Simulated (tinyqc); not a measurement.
# p-n diode with diffusion and depletion-layer recombination: effects of single changes

Abrupt junction in the depletion approximation, low injection, full ionisation, neutral widths fixed, ohmic contact on the p side. Vj is the junction voltage; where a series resistance Rs is given, V = Vj + J Rs is the terminal voltage.

Parameters, values chosen for the exercise; band and dielectric values those of a made-up semiconductor: temperature T = 250 K; band gap Eg = 1.4 eV; relative permittivity eps_r = 14.1; conduction-band density of states at T Nc = 3.26e17 cm^-3; valence-band density of states at T Nv = 8.67e18 cm^-3; acceptor density Na = 2.1e16 cm^-3; donor density Nd = 1.5e15 cm^-3; electron mobility in the p side mun = 5000 cm^2/(V s); hole mobility in the n side mup = 180 cm^2/(V s); electron lifetime tn = 2e-7 s; hole lifetime tp = 1e-8 s; neutral width of the p side wp = 6.9 um; neutral width of the n side wn = 14 um; recombination velocity at the n contact Sp = 1e7 cm/s; series resistance Rs = 0.026 ohm cm^2; trap level above the intrinsic level Et = 0 eV; junction voltage at which recombination is evaluated Vj = 0.79 V.

Constants: q = 1.602176634e-19 C, kB = 1.380649e-23 J/K, Vt = kB T/q, eps0 = 8.8541878128e-14 F/cm where lengths are in cm. Results are converted to the units shown.

Each table varies one quantity; the others keep the values above.

## Currents and ideality against junction voltage

ni = sqrt(Nc Nv) exp(-Eg/(2 Vt)), Eg in volts; D = mu Vt; Ln = sqrt(Dn tn), Lp = sqrt(Dp tp); J0n = q ni^2 Dn coth(wp/Ln)/(Ln Na); J0p = (q ni^2 Dp/(Lp Nd)) (s + tanh(wn/Lp))/(1 + s tanh(wn/Lp)), s = Sp Lp/Dp. J_diff = (J0n + J0p)(exp(Vj/Vt) - 1). Vbi = Vt ln(Na Nd/ni^2), W = sqrt(2 eps0 eps_r (Vbi - Vj)(1/Na + 1/Nd)/q), xp = W Nd/(Na + Nd), xn = W Na/(Na + Nd); u(x) = q Na (x + xp)^2/(2 eps0 eps_r) for x < 0 and Vbi - Vj - q Nd (xn - x)^2/(2 eps0 eps_r) for x > 0; p = Na exp(-u/Vt), n = Nd exp((u - Vbi + Vj)/Vt); U = ni^2 (exp(Vj/Vt) - 1)/(tp (n + ni exp(Et/Vt)) + tn (p + ni exp(-Et/Vt))); J_scr = q times the integral of U from -xp to xn. J = J_diff + J_scr. Ideality = (1/Vt) dVj/d ln J or (1/Vt) dV/d ln J; last column ni^2 exp(Vj/Vt)/N^2.

Results:

| Vj (V) | J_diff (A/cm^2) | J_scr (A/cm^2) | J (A/cm^2) | V (V) | ideality against Vj | ideality against V | minority/doping, lighter side |
|---|---|---|---|---|---|---|---|
| 0.29 | 3.922e-16 | 1.106e-10 | 1.106e-10 | 0.2900 | 1.940 | 1.940 | 5.278e-17 |
| 0.38 | 2.558e-14 | 9.554e-10 | 9.554e-10 | 0.3800 | 1.935 | 1.935 | 3.442e-15 |
| 0.56 | 1.088e-10 | 7.353e-8 | 7.364e-8 | 0.5600 | 1.907 | 1.907 | 1.464e-11 |
| 0.66 | 1.128e-8 | 8.484e-7 | 8.597e-7 | 0.6600 | 1.862 | 1.862 | 1.518e-9 |
| 0.75 | 7.358e-7 | 7.967e-6 | 8.703e-6 | 0.7500 | 1.720 | 1.720 | 9.900e-8 |
| 0.84 | 4.798e-5 | 8.024e-5 | 1.282e-4 | 0.8400 | 1.373 | 1.374 | 6.456e-6 |
| 0.93 | 0.003129 | 9.099e-4 | 0.004039 | 0.9301 | 1.101 | 1.106 | 4.210e-4 |
| 1.03 | 0.3246 | 0.01020 | 0.3348 | 1.039 | 1.021 | 1.425 | 0.04367 |

Estimate the missing row, Vj = 0.47 V.

Computed row:

| Vj (V) | J_diff (A/cm^2) | J_scr (A/cm^2) | J (A/cm^2) | V (V) | ideality against Vj | ideality against V | minority/doping, lighter side |
|---|---|---|---|---|---|---|---|
| 0.47 | 1.668e-12 | 8.324e-9 | 8.325e-9 | 0.4700 | 1.924 | 1.924 | 2.244e-13 |

With this row back in the table: The ideality against Vj falls from 1.94 to 1.02. Diffusion overtakes recombination in the layer between Vj = 0.84 and 0.93 V. J_scr alone has an ideality of 1.94 between the first two rows and 1.92 between the last two. From Vj = 1.03 V the series resistance raises the terminal ideality by over a tenth; there J Rs = 0.40 Vt.

## Effect of the trap level above the intrinsic level

Same model as above.

J = J_diff + J_scr.

The same in every row: J0n (A/cm^2) = 2.030e-22; J0p (A/cm^2) = 3.560e-22; J_diff (A/cm^2) = 4.711e-6; wn/Lp = 7.109.

Results:

| Et (eV) | J_scr (A/cm^2) | J_scr/J (%) |
|---|---|---|
| -0.3 | 2.162e-5 | 82.11 |
| -0.2 | 2.198e-5 | 82.35 |
| -0.1 | 2.198e-5 | 82.35 |
| 0.1 | 2.198e-5 | 82.35 |
| 0.2 | 2.198e-5 | 82.35 |
| 0.3 | 2.196e-5 | 82.34 |

Estimate the missing row, Et = 0 eV.

Computed row:

| Et (eV) | J_scr (A/cm^2) | J_scr/J (%) |
|---|---|---|
| 0 | 2.198e-5 | 82.35 |

With this row back in the table: As Et goes from -0.3 to 0.3, J0p stays at 3.56e-22 A/cm^2, J_scr goes from 2.162e-5 through a maximum of 2.198e-5 (at Et = -0.1 to 0.2 among the rows listed) to 2.196e-5 A/cm^2 and its share stays near 82.3 %. A level far from mid-gap re-emits carriers to the nearer band, which lowers U once ni exp(|Et|/Vt) exceeds the local carrier density.

tinyqc, about 0.01 s, one thread, Intel Xeon 2.30GHz (shared host): `OMP_NUM_THREADS=1 python tinyqc.py 2260040 2260041 out.jsonl`
